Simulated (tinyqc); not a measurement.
Inside a calculation. Model: double-gate transistor below threshold, two-dimensional Poisson equation on a small mesh.

Computed by the program tinyqc: `OMP_NUM_THREADS=1 python tinyqc.py 2480076 2480077 out.jsonl`, one thread of a shared Intel Xeon 2.30GHz, about 0.1 s for the whole run. Printed values are rounded.

Half of a symmetric double-gate structure: row 0 is the mid-plane of the body, where the normal field vanishes. Mobile charge is neglected (subthreshold), the body is fully depleted, and potentials are counted from the intrinsic level; rows run upward to the gate, columns from source to drain.

Parameters, values chosen for the exercise; semiconductor permittivity made up:
```
symbol  value   unit                                     meaning
T         273      K                                 temperature
eps_r    14.1         relative permittivity of the semiconductor
eox         9             relative permittivity of the insulator
tb          8     nm                     half the body thickness
tox       3.4     nm                         insulator thickness
L          54     nm                              channel length
Na          0  cm^-3       acceptor density of the depleted body
Vbi      0.52      V                     potential of the source
Vfb      0.12      V                                 gate offset
Vg          0      V                                gate voltage
Vd       0.05      V                               drain voltage
```

Constants: q = 1.602176634e-19 C, kB = 1.380649e-23 J/K, Vt = kB T/q, eps0 = 8.8541878128e-14 F/cm where lengths are in cm. Results are converted to the units shown.

## Coefficients of the five-point equations

Mesh: rows i = 0..3 in the semiconductor (step hs = tb/3, row 3 on the interface), then 2 step(s) ho = tox/2 up to the gate row 5; columns j = 0..6 (step hy = L/6). Box integration, divided by eps0: up_i = eps hy/h of the interval above row i, dn_i = that of the interval below (0 for row 0), lat_i = (sum of eps h/2 over the intervals above and below)/hy, s_i = -q Na w_i hy/eps0 with w_i the semiconductor height of the box (hs/2 for row 0 and the interface row, hs between, 0 in the insulator). Each free node obeys (up + dn + 2 lat) psi = up psi(above) + dn psi(below) + lat [psi(left) + psi(right)] + s.

```
row	up	dn	lat	s (V)
0	47.5875	0	2.08889	0
1	47.5875	47.5875	4.17778	0
2	47.5875	47.5875	4.17778	0
3	47.6471	47.5875	2.93889	0
4	47.6471	47.6471	1.7	0
```

## Iteration 1: over-relaxation sweep (omega = 1.2)

psi at the start (fixed values on the edges, free nodes at zero) (V):
```
	j=0	j=1	j=2	j=3	j=4	j=5	j=6
row 0	0.520000	0.000000	0.000000	0.000000	0.000000	0.000000	0.570000
row 1	0.520000	0.000000	0.000000	0.000000	0.000000	0.000000	0.570000
row 2	0.520000	0.000000	0.000000	0.000000	0.000000	0.000000	0.570000
row 3	0.520000	0.000000	0.000000	0.000000	0.000000	0.000000	0.570000
row 4	0.200000	0.000000	0.000000	0.000000	0.000000	0.000000	0.225000
row 5	-0.120000	-0.120000	-0.120000	-0.120000	-0.120000	-0.120000	-0.120000
```

Free nodes: rows 0..4, columns 1..5, taken row by row from row 0, left to right. t = (up psi(above) + dn psi(below) + lat [psi(left) + psi(right)] + s)/(up + dn + 2 lat), with the newest neighbours; psi(new) = psi + 1.2 (t - psi).

psi after iteration 1 (V):
```
	j=0	j=1	j=2	j=3	j=4	j=5	j=6
row 0	0.520000	0.025180	0.001219	0.000059	0.000003	0.027602	0.570000
row 1	0.520000	0.039069	0.002564	0.000157	0.000009	0.042826	0.570000
row 2	0.520000	0.046730	0.003677	0.000265	0.000018	0.051224	0.570000
row 3	0.520000	0.044529	0.003630	0.000276	0.000020	0.048811	0.570000
row 4	0.200000	-0.039589	-0.068235	-0.070770	-0.070971	-0.038058	0.225000
row 5	-0.120000	-0.120000	-0.120000	-0.120000	-0.120000	-0.120000	-0.120000
```

## Iteration 2: over-relaxation sweep (omega = 1.2)

As before.

psi after iteration 2 (V):
```
	j=0	j=1	j=2	j=3	j=4	j=5	j=6
row 0	0.520000	0.063303	0.005653	0.000435	0.001367	0.069391	0.570000
row 1	0.520000	0.078182	0.008427	0.000763	0.002873	0.085704	0.570000
row 2	0.520000	0.083697	0.009981	0.001004	0.004121	0.091752	0.570000
row 3	0.520000	0.034240	-0.032471	-0.040639	-0.037524	0.039107	0.570000
row 4	0.200000	-0.039042	-0.076954	-0.081966	-0.079545	-0.036245	0.225000
row 5	-0.120000	-0.120000	-0.120000	-0.120000	-0.120000	-0.120000	-0.120000
```

## Course of the iteration: over-relaxation sweep (omega = 1.2)

Stop when the largest change of psi is below 1e-7 V, or after 400 iterations. Fixed values: gate row Vg - Vfb; column 0 at Vbi and the last column at Vbi + Vd in the semiconductor, each running linearly to Vg - Vfb across the insulator.

Course of the iteration:
```
iteration	psi at row 0, j = 3 (V)	largest |change| of one entry (V)
1	5.90442e-5	0.0710
2	4.34998e-4	0.0429
3	0.00144959	0.0392
4	0.00342293	0.0320
5	-0.00966219	0.0131
6	-0.0195629	9.90e-3
7	-0.0269082	7.35e-3
8	-0.0323399	5.43e-3
9	-0.0364293	4.09e-3
...	...	...
58	-0.0515000	3.65e-7
59	-0.0515003	3.05e-7
60	-0.0515006	2.55e-7
61	-0.0515008	2.14e-7
62	-0.0515010	1.79e-7
63	-0.0515011	1.50e-7
64	-0.0515012	1.25e-7
65	-0.0515013	1.05e-7
66	-0.0515014	8.78e-8
```

Converged in 66 iterations. At the end each change is about 0.84 times the one before: linear convergence.

## Barrier, swing and barrier lowering

converged psi (V):
```
	j=0	j=1	j=2	j=3	j=4	j=5	j=6
row 0	0.520000	0.140532	-0.014546	-0.051502	-0.008171	0.160301	0.570000
row 1	0.520000	0.130682	-0.019731	-0.055026	-0.013664	0.149713	0.570000
row 2	0.520000	0.099859	-0.035022	-0.065280	-0.029869	0.116569	0.570000
row 3	0.520000	0.043992	-0.059498	-0.081300	-0.055821	0.056475	0.570000
row 4	0.200000	-0.034783	-0.088983	-0.100215	-0.087096	-0.028293	0.225000
row 5	-0.120000	-0.120000	-0.120000	-0.120000	-0.120000	-0.120000	-0.120000
```

d psi/dVg on row 0: j=0 0.000000, j=1 0.593358, j=2 0.836629, j=3 0.896995, j=4 0.836629, j=5 0.593358, j=6 0.000000
d psi/dVd on row 0: j=0 0.00000, j=1 0.00563, j=2 0.01794, j=3 0.05150, j=4 0.14544, j=5 0.40102, j=6 1.00000

The barrier is read along row 0, the path farthest from the gate. Take the node j of lowest psi: barrier Vbi - psi_j; swing Vt ln 10/(d psi_j/dVg); DIBL = (d psi_j/dVd)/(d psi_j/dVg). The derivatives solve the same equations with s = 0 and a unit change of that voltage.

j = 3
barrier = 0.571502 V
swing = 60.3894 mV/decade
DIBL = 57.4165 mV/V

A mesh of 12, 8 and 80 steps (semiconductor, insulator, channel) gives a barrier of 0.581 V, a swing of 59.4 mV a decade and a DIBL of 46.9 mV/V; the small mesh puts the barrier 1.6 % below that.
